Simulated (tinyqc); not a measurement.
Ways to reach one band: three-band (Emery) model of a CuO2 plane downfolded to one band.

Electron picture, d at 0 and the oxygen p orbitals at -D; sx = sin(kx a/2), sy = sin(ky a/2). H = [[0, 2 tpd sx, -2 tpd sy], [., -D, -4 tpp sx sy], [., ., -D]], real and symmetric. The top (antibonding) band crosses the Fermi level.

One-band form E = e0 - 2t (cos kx + cos ky) - 4t' cos kx cos ky - 2t'' (cos 2kx + cos 2ky) - 4t''' (cos 2kx cos ky + cos kx cos 2ky), k in 1/a. Each hopping is minus the mean of E cos(m kx) cos(n ky) over a 12 x 12 mesh, k = (j + 1/2) 2 pi/12.

Parameters, chosen for this exercise (out of a larger set: of the size used for cuprate planes; not measured data):

| symbol | value | unit | meaning |
|---|---|---|---|
| D | 2.6 | eV | ed - ep |
| tpd | 1.44 | eV | d-p hopping |
| tpp | 0.24 | eV | p-p hopping |

e0, t, t', t'', t''' (eV): 1.89725  0.39830  0.02049  0.03022  0.00554

k in pi/a. Second order: 4 tpd^2 (sx^2 + sy^2)/D. Downfolded at a fixed energy: h(E0) = V (E0 - H_pp)^-1 V^T at E0 = the exact level at (1/2,1/2), then linearised, E = E0 + Z (h(E0) - E0), Z = 1/(1 + |(E0 - H_pp)^-1 V^T|^2). Fourier: all four hoppings.

Top band (eV):

| k | exact | second order | linearised | Fourier |
|---|---|---|---|---|
| (0,0) | 0.0000 | 0.0000 | 0.0000 | 0.0569 |
| (1/2,0) | 1.1160 | 1.5951 | 1.0810 | 1.1228 |
| (1,0) | 1.8598 | 3.1902 | 1.8584 | 1.8584 |
| (1,1/2) | 2.6840 | 4.7852 | 2.6404 | 2.6717 |
| (1,1) | 3.3347 | 6.3803 | 3.1386 | 3.3319 |
| (3/4,3/4) | 2.9765 | 5.4459 | 2.8788 | 2.9828 |
| (1/2,1/2) | 2.0089 | 3.1902 | 2.0089 | 2.0181 |
| (1/4,1/4) | 0.7556 | 0.9344 | 0.7026 | 0.7297 |

What does the comparison show, and why?

The band is 3.335 eV wide; second order gives 6.380, a factor 1.91, since 2 tpd/D = 1.11 is not small. It also leaves out tpp, which widens the exact band and so lowers this factor. Linearising about the Fermi region is exact at (1/2,1/2), off by 1.4 meV at (1,0) and 196 meV at worst, far from E0. The four Fourier hoppings err by at most 57 meV, at (0,0).

Computed by tinyqc, a small Python program: `OMP_NUM_THREADS=1 python tinyqc.py 1451640 1451641 out.jsonl` (the numbers bound the seed that draws the inputs); one thread of a shared host (Intel(R) Xeon(R) Processor @ 2.30GHz), about 0.04 s for the whole set of steps.
